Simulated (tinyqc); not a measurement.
The size of the error: propagation of a band-gap error through k.p and effective-mass formulas.

Chain, for a gap E (the reference Eg or another value), with Ep and Dso kept: 1/me = 1 + Ep (E + 2 Dso/3)/(E (E + Dso)); g* = 2 - 2 Ep Dso/(3 E (E + Dso)); g1(E) = g1 + (Ep/3)(1/E - 1/Eg), g2(E) = g2 + (Ep/6)(1/E - 1/Eg), light hole 1/(g1 + 2 g2), heavy hole 1/(g1 - 2 g2) along [100]; optical constant ei(E) = 1 + (ei - 1)(EP/(EP + E - Eg))^2, static e0(E) = ei(E) + e0 - ei.

Donor: R = Ry me/e0^2, a_B = a0 e0/me, Mott density (0.26/a_B)^3. Nc, Nv = 2 (m kT/(4 pi c))^(3/2), c = hbar^2/2m0, ni = sqrt(Nc Nv) exp(-E/2kT). Exciton: Ry mu/e0^2 with 1/mu = 1/me + g1(E). 1 angstrom^-3 = 1e24 cm^-3.

Constants: Ry = 13.60569312 eV; a0 (Bohr radius) = 0.5291772105 angstrom; kB = 8.617333262e-05 eV/K; hbar^2/2m0 = 3.80998211 eV angstrom^2.

Inputs chosen for the exercise (reference values near those of GaAs, gap at low temperature; the results hold for these values, not for the real material):
- Eg = 1.501 eV (gap at Gamma to the s-like level)
- Dso = 0.335 eV (spin-orbit splitting)
- Ep = 26.1 eV (Kane energy)
- g1 = 6.97 (Luttinger gamma1)
- g2 = 2.05 (gamma2)
- e0 = 12.77 (static dielectric constant)
- ei = 10.89 (optical dielectric constant)
- EP = 5.2 eV (mean (Penn) gap)
- mh = 0.59 m0 (density-of-states mass of the holes)
- T = 400 K (temperature)

E = f Eg; ratios against f = 1.

Results:
```
f,E (eV),me ratio,light-hole ratio,e0 ratio,donor ratio,Mott ratio,g*,log10 ni ratio
0.25,0.375,0.291,0.241,1.487,0.131,0.00747,-19.871,6.69
0.60,0.901,0.633,0.589,1.215,0.429,0.142,-3.238,3.63
0.80,1.201,0.819,0.793,1.098,0.680,0.416,-1.161,1.83
1.00,1.501,1.000,1.000,1.000,1.000,1.00,-0.115,0.00
1.20,1.801,1.176,1.211,0.918,1.397,2.11,0.485,-1.84
1.50,2.252,1.433,1.536,0.817,2.147,5.40,0.999,-4.61
2.00,3.002,1.843,2.099,0.692,3.850,18.9,1.418,-9.26
```

Give the missing row, f = 0.40.

Computed row:
```
f     E (eV)  me ratio  light-hole ratio  e0 ratio  donor ratio  Mott ratio      g*  log10 ni ratio
0.40   0.600     0.441             0.389     1.358        0.239      0.0343  -8.379            5.41
```

Between f = 0.8 and 1.2 the mean powers d ln(ratio)/d ln f are 0.89 for me, 1.05 for the light hole, -0.44 for e0, 1.78 for the donor energy and 4.00 for the Mott density; ni moves by -0.61 decades per 0.1 eV, against -0.1 eV/(2 kT ln 10) = -0.63 from the exponential alone, the rest coming from Nc through me^(3/4). g* changes sign between f = 1.00 and 1.20; the place of this zero hangs on remote bands, which are left out.

Computed by tinyqc, a small Python program: `OMP_NUM_THREADS=1 python tinyqc.py 1880539 1880540 out.jsonl` (the numbers bound the seed that draws the inputs); one thread of a shared host (Intel(R) Xeon(R) Processor @ 2.30GHz), about 0.01 s for the whole set of steps.
